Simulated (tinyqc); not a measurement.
# Gate voltage for a given inversion charge

Inverse problem. p-type body, charge-sheet picture, depletion and inversion only, full ionisation (an idealisation for deep acceptors), Boltzmann statistics (rough once Na exp(x - xn) passes about Nc/7). In units of Vt: xg = (Vg - Vfb)/Vt, x = psi/Vt, G = gamma/sqrt(Vt), xn = (2 phiF + Vc)/Vt. The implicit equation is (xg - x)^2 = G^2 [x - 1 + exp(x - xn)] for x above about 3. Cox = eps0 eox/tox. ni = sqrt(Nc Nv) exp(-Eg/(2 Vt)), Eg in volts; phiF = Vt ln(Na/ni); gamma = sqrt(2 q eps0 eps_r Na)/Cox. N_inv = (Cox Vt G/q) [sqrt(x - 1 + exp(x - xn)) - sqrt(x - 1)]. Find x - xn, psi and Vg.

Inputs (values chosen for the exercise); band and dielectric values close to those of silicon: temperature T = 300 K; band gap Eg = 1.12 eV; relative permittivity eps_r = 11.6; conduction-band density of states at T Nc = 2.84e19 cm^-3; valence-band density of states at T Nv = 2.62e19 cm^-3; relative permittivity of the gate insulator (close to silicon nitride) eox = 7.41; insulator thickness tox = 4.9 nm; acceptor density Na = 2.6e16 cm^-3; flat-band voltage Vfb = -0.47 V; channel-body voltage Vc = 0 V.

Constants: q = 1.602176634e-19 C, kB = 1.380649e-23 J/K, Vt = kB T/q, eps0 = 8.8541878128e-14 F/cm where lengths are in cm. Results are converted to the units shown.

N_inv = 7.8e10 cm^-2

Solution. N_inv rises steadily with x, so it fixes x; the implicit equation then gives xg directly.

x - xn = 2.305
psi = 0.8199 V
Vg = 0.4208 V

Program tinyqc, `OMP_NUM_THREADS=1 python tinyqc.py 2122118 2122119 out.jsonl`; Intel Xeon 2.30GHz, shared host, one thread, about 0.01 s.
